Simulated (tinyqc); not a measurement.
# Threshold spread from leakage statistics

Inverse problem. VT is Gaussian with standard deviation s and Ioff goes as exp(-VT/(n Vt)), so Ioff is log-normal: mean/median = exp(w^2/2) with w = s/(n Vt). Find w, s, the relative standard deviation sqrt(exp(w^2) - 1) and the share of devices that leak more than the mean, erfc(w/(2 sqrt(2)))/2.

Values chosen for this exercise: temperature T = 250 K; subthreshold factor n = 1.3.

Constants: q = 1.602176634e-19 C, kB = 1.380649e-23 J/K, Vt = kB T/q. Results are converted to the units shown.

mean/median of the off current = 1.1992876

Solution. w = sqrt(2 ln(mean/median)); the mean lies w/2 standard deviations out in ln Ioff.

w = 0.603
s = 16.9 mV
relative standard deviation = 0.662
share above the mean = 38.2 %

tinyqc, about 0.01 s, one thread, Intel Xeon 2.30GHz (shared host): `OMP_NUM_THREADS=1 python tinyqc.py 2090010 2090011 out.jsonl`
